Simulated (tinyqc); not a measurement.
Self-consistent Fermi level with native defects, at growth and after a quench. From total D back to dopant density N_X. Computed by tinyqc, a small Python program. Command: `OMP_NUM_THREADS=1 python tinyqc.py 3024011 3024012 out.jsonl scfermi inv`. One thread of a shared host (Intel(R) Xeon(R) Processor @ 2.30GHz), about 0.1 s of CPU time with the checks.

Energies are counted from the top of the valence band (VBM); when the gap shrinks with temperature the conduction band moves and the levels stay. The added dopant is taken as fully ionised. D and A draw on one reservoir with opposite signs, as the two vacancies of a compound do.

Inputs (values chosen for the exercise, with bands modelled on GaAs):

| quantity | value | unit |
|---|---|---|
| gap E_g at 300 K | 1.44 | eV |
| slope -dE_g/dT above 300 K | 0.00052 | eV/K |
| electron mass m_e | 0.0656 | m_0 |
| valleys M_c | 1 | - |
| hole mass m_h | 0.528 | m_0 |
| E_f of the neutral native donor D | 1.531 | eV |
| E_f of the neutral native acceptor A | 2.749 | eV |
| shift s of the chemical potential | -0.059 | eV |
| site density N_s | 1.7e+22 | cm^-3 |
| growth temperature T_g | 1030 | K |

Added shallow dopant: donor.

levels of D above the VBM, most positive state first (eV): 0.678  1.15

levels of A above the VBM, (0/-1) first (eV): 0.0889  0.225

Constants: m_0 = 9.1093837015e-31 kg; k_B = 1.380649e-23 J/K; h = 6.62607015e-34 J s; k_B = 8.617333262e-05 eV/K.

Method:
- E_f(D, 0) = input + s and E_f(A, 0) = input - s; E_f(q, E_F = 0) follows from the levels, eps(q/q-1) = E_f(q - 1) - E_f(q) at E_F = 0.
- E_g(T) = E_g - slope x max(0, T - 300 K).
- N_c = 2 M_c (2 pi m_e k_B T/h^2)^(3/2) and N_v = 2 (2 pi m_h k_B T/h^2)^(3/2), masses in units of m_0.
- At growth T = T_g.
- n = N_c F_1/2((E_F - E_g)/k_B T), p = N_v F_1/2(-E_F/k_B T).
- F_1/2(eta) = (2/sqrt(pi)) int_0^infinity sqrt(x)/(1 + exp(x - eta)) dx, by the trapezoid rule in t = sqrt(x) with step 0.02 up to t = 12 (for eta < -12 by exp(eta) - exp(2 eta)/2^(3/2)).
- In equilibrium c_q = N_s exp(-(E_f(q, 0) + q E_F)/k_B T).
- Net charge = p - n + sum q c_q + N_X; the log ratio is ln(positive charge/negative charge).
- E_F is the root of the log ratio, by 50 bisections between -0.5 eV and E_g + 0.5 eV.

Task: A run gave the result below. Find the dopant density N_X, known to lie between 3.4e+19 and 6.6e+19 cm^-3.

total D = 1.347525e+15 cm^-3

Result:

Each step takes the trial c = (a f_b - b f_a)/(f_b - f_a), f being the result less the target and a, b, c the logarithms of the listed values; c replaces end b, the old b replaces a if the sign of f changed, and otherwise f_a is halved.

Scan of the range:

| dopant density N_X (cm^-3) | total D (cm^-3) |
|---|---|
| 3.40e+19 | 1.44191e+15 |
| 3.80e+19 | 1.41769e+15 |
| 4.24e+19 | 1.39566e+15 |
| 4.74e+19 | 1.37493e+15 |
| 5.29e+19 | 1.35600e+15 |
| 5.91e+19 | 1.33826e+15 |
| 6.60e+19 | 1.32184e+15 |

False position (Illinois rule, in the logarithm of the input) inside the bracket:

| step | end a | end b | trial | total D (cm^-3) |
|---|---|---|---|---|
| 1 | 5.29000e+19 | 5.91000e+19 | 5.57768e+19 | 1.34736e+15 |
| 2 | 5.29000e+19 | 5.57768e+19 | 5.56670e+19 | 1.34768e+15 |
| 3 | 5.57768e+19 | 5.56670e+19 | 5.57199e+19 | 1.34752e+15 |
| 4 | 5.56670e+19 | 5.57199e+19 | 5.57199e+19 | 1.34752e+15 |

Total D falls at every point of a 13-point scan of the range (every second point is shown), so one value fits; it is bracketed by 5.29e19 and 5.91e19. Answer: dopant density N_X = 5.572e19 cm^-3.

Caution: above about 2e19 cm^-3 defects interact, pair and form bands, which the dilute model leaves out.
